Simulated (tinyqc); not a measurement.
# Changing the hole prefactor a_p

Model: avalanche multiplication and breakdown of a junction from ionisation integrals. Computed by tinyqc, a small Python program. Command: `OMP_NUM_THREADS=1 python tinyqc.py 3018116 3018117 out.jsonl impact sweep`. One thread of a shared host (Intel(R) Xeon(R) Processor @ 2.30GHz), about 0.04 s of CPU time with the checks.

Ionisation coefficients follow the local field. Position x runs through the depletion layer from the p side (x = 0), where electrons enter, to the n side (x = w), where holes enter. The built-in voltage is neglected.

Inputs (values chosen for the exercise, modelled on GaAs):

| quantity | value | unit |
|---|---|---|
| electron prefactor a_n | 188000 | 1/cm |
| electron field b_n | 574000 | V/cm |
| hole field b_p | 651000 | V/cm |
| exponent c | 1.8 | - |
| permittivity eps | 12.9 | - |
| doping N of the lightly doped side | 3.9e+16 | 1/cm^3 |
| bias as a fraction of the breakdown voltage | 0.69 | - |

Junction: one-sided abrupt n+p.

Constants: e = 1.602176634e-19 C; eps_0 = 8.8541878128e-12 F/m.

Method:
- alpha_n = a_n exp(-(b_n/F)^c), alpha_p = a_p exp(-(b_p/F)^c).
- Field F = F_m (1 - s), w = eps eps_0 F_m/(e N), V = F_m w/2, with s = 1 - x/w (the peak lies at the n+ side).
- With Phi(x) = int_0^x (alpha_n - alpha_p) dx': 1 - 1/M_n = I_n = int_0^w alpha_n exp(-Phi) dx and M_p = M_n exp(-Phi(w)); trapezoid rule on 401 even points; breakdown at I_n = 1.
- Solve I_n(F_m) = 1.
- Bias V = fraction times the breakdown voltage.
- M_n = 1/(1 - I_n), M_p = M_n exp(-Phi(w)); McIntyre excess noise for the carrier with the larger M, F_x = k M + (1 - k)(2 - 1/M), with k = (smaller M - 1)/(larger M - 1).

One run for each value:

| hole prefactor a_p (1/cm) | breakdown voltage (V) | effective k | excess noise factor | M_n |
|---|---|---|---|---|
| 2.10e+03 | 53.407 | 0.00724 | 2.0516 | 17.137 |
| 5.60e+03 | 46.487 | 0.01907 | 2.0414 | 9.555 |
| 1.50e+04 | 39.776 | 0.05003 | 2.0078 | 5.567 |
| 4.00e+04 | 33.467 | 0.12916 | 1.9359 | 3.455 |
| 1.10e+05 | 27.531 | 0.33793 | 1.8080 | 2.288 |
| 2.90e+05 | 22.554 | 0.83322 | 1.6367 | 1.683 |
| 7.80e+05 | 18.290 | 0.48825 | 1.5590 | 1.347 |
| 2.10e+06 | 14.846 | 0.20297 | 1.5292 | 1.168 |

What does the table show, and why?

Over the rows, breakdown voltage (V) falls from 53.4 to 14.8 (exponent d ln y / d ln x -0.14 between the first rows and -0.21 between the last); effective k goes from 0.00724 through a maximum among these rows, 0.833 at 290000, to 0.203; excess noise factor falls from 2.05 to 1.53 (exponent d ln y / d ln x -0.0051 between the first rows and -0.019 between the last). Breakdown needs feedback from both carriers; weakening one raises V_B much less than in proportion but changes the noise.

Extremes, crossings and ranges named in words are read from the listed rows.
